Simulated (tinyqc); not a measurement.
# Changing the photon flux entering

Model: surface photovoltage measurement of the minority-carrier diffusion length in a wafer. Computed by tinyqc, a small Python program. Command: `OMP_NUM_THREADS=1 python tinyqc.py 3130216 3130217 out.jsonl spv sweep`. One thread of a shared host (Intel(R) Xeon(R) Processor @ 2.30GHz), about 0.01 s of CPU time with the checks.

Low injection, steady light, a depletion layer much thinner than 1/alpha and L. The excess density dn is taken at the front edge of the neutral region; light that reaches the back is lost.

Inputs (values chosen for the exercise, modelled on p-type silicon at room temperature):

| quantity | value | unit |
|---|---|---|
| diffusion length L | 470 | micrometre |
| wafer thickness W | 525 | micrometre |
| diffusivity D | 24.9 | cm^2/s |
| front recombination velocity S_f | 370 | cm/s |
| back recombination velocity S_b | 120000 | cm/s |
| minority density at the surface barrier scale n_0 | 4e+08 | 1/cm^3 |
| temperature T | 298 | K |
| wavelength | 802 | nm |

Constants: k_B = 8.617333262e-05 eV/K.

Method:
- alpha = (84.732/lambda - 76.417)^2 per cm with lambda in micrometre (an empirical fit for silicon between 0.7 and 1.05 micrometre).
- Thick wafer: dn = Phi L/((S_f + D/L)(L + 1/alpha)). Finite wafer, with s = S_b L/D, w = W/L, a = alpha L: dn = [Phi a/(a^2 - 1)] [a - B - exp(-alpha W)(a - s)/(cosh w + s sinh w)]/(S_f + B D/L), B = (sinh w + s cosh w)/(cosh w + s sinh w).
- Photovoltage V = (k_B T/e) ln(1 + dn/n_0). Lifetime = L^2/D.

One run for each value:

| photon flux entering (1/(cm^2 s)) | photovoltage V (mV) | dn, finite wafer (1/cm^3) |
|---|---|---|
| 1.00e+10 | 6.000e-01 | 9.456e+06 |
| 1.00e+11 | 5.449e+00 | 9.456e+07 |
| 1.00e+12 | 3.115e+01 | 9.456e+08 |
| 1.00e+13 | 8.229e+01 | 9.456e+09 |
| 1.00e+14 | 1.405e+02 | 9.456e+10 |
| 1.00e+15 | 1.995e+02 | 9.456e+11 |
| 1.00e+16 | 2.586e+02 | 9.456e+12 |

Over the rows, photovoltage V (mV) rises from 0.600 to 259 (exponent d ln y / d ln x 0.96 between the first rows and 0.11 between the last); dn, finite wafer (1/cm^3) rises from 9.46e6 to 9.46e12 (exponent d ln y / d ln x about 1.0 throughout).

Caution (rows 1.00e11, 1.00e12, 1.00e13, 1.00e14, 1.00e15, 1.00e16): dn is not small against n_0, so V is not linear in the flux; the constant-flux reading then needs dn, not V.

Extremes, crossings and ranges named in words are read from the listed rows.
